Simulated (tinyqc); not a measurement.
Valence-band offset from core levels (Kraut method), with the dipole against the affinity rule: one step of the calculation.

Binding energies are counted downwards from the Fermi level. dEv > 0 means that the valence edge of B lies below that of A, dEc > 0 that the conduction edge of B lies above that of A; dEc + dEv = EgB - EgA. The spectra are made-up values treated as data.

Question. Interface dipole. The affinity rule gives dEc(0) = chiA - chiB; the dipole step is D = dEc - dEc(0), and two sheets of opposite charge dd apart hold N = eps0 ei |D|/(q dd).

Values chosen for this exercise; gaps and affinities close to those of gallium arsenide (A) and silicon nitride (B):
- chiA = 3.99 eV (electron affinity of A)
- chiB = 2.14 eV (electron affinity of B)
- ei = 6.6 (relative permittivity inside the dipole layer)
- dd = 0.19 nm (thickness of the dipole layer)

Constants: q = 1.602176634e-19 C, eps0 = 8.8541878128e-14 F/cm where lengths are in cm. Results are converted to the units shown.

dEc = 2.2516706 eV

Wanted: dEc(0); D; N; field in the dipole layer.

Answer.

dEc(0) = 1.8500 eV
D = 0.40167 eV
N = 7.7108e13 cm^-2
field in the dipole layer = 21.141 MV/cm

N is 0.11 elementary charges for each of about 7e14 surface atoms per cm^2.

Program tinyqc, `OMP_NUM_THREADS=1 python tinyqc.py 2410169 2410170 out.jsonl`; Intel Xeon 2.30GHz, shared host, one thread, about 0.01 s.
